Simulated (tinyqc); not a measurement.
Longitudinal sound in a periodic multilayer: transfer matrices, stop bands and folded phonons: one step, computed by the program tinyqc. Command: `OMP_NUM_THREADS=1 python tinyqc.py 3015226 3015227 out.jsonl multilayer walk`. One thread of a shared host (Intel(R) Xeon(R) Processor @ 2.30GHz), about 0.01 s of CPU time with the checks.

Layers 1 and 2 repeat with period d = d_1 + d_2; waves travel normal to the layers, without loss. State vector (u, s): displacement u and stress divided by omega. Impedances Z = rho v are in 1e6 kg/(m^2 s).

Problem. Impedances, mean velocity and Bragg frequency. Z = rho v; interface reflection r = (Z_2 - Z_1)/(Z_2 + Z_1) (stress amplitude, from 1 into 2); Bragg frequency f_B = 1/[2 (d_1/v_1 + d_2/v_2)]; long-wave velocity v_eff = d/sqrt[(d_1/v_1)^2 + (d_2/v_2)^2 + (Z_1/Z_2 + Z_2/Z_1)(d_1/v_1)(d_2/v_2)].

Inputs (values chosen for the exercise, modelled on gallium nitride (layer 1), aluminium nitride (layer 2) and gallium arsenide (substrate)):
```
quantity,value,unit
density rho_1,6.14,g/cm^3
velocity v_1,8000,m/s
thickness d_1,3.68,nm
density rho_2,3.31,g/cm^3
velocity v_2,10800,m/s
thickness d_2,5.05,nm
substrate density,5.23,g/cm^3
substrate velocity,4690,m/s
```

Give: Z_1; Z_2; Z of the substrate; interface reflection r; Bragg frequency f_B; long-wave velocity v_eff.

Solution.

Z_1 = 49.12

Z_2 = 35.748

Z of the substrate = 24.5287

interface reflection r = -0.1576

Bragg frequency f_B = 539.0 GHz

long-wave velocity v_eff = 9294 m/s

Caution: at these frequencies damping, strong in glasses, and rough interfaces, both left out here, can weaken the stop bands; layers only a few atoms thick are also beyond continuum acoustics.
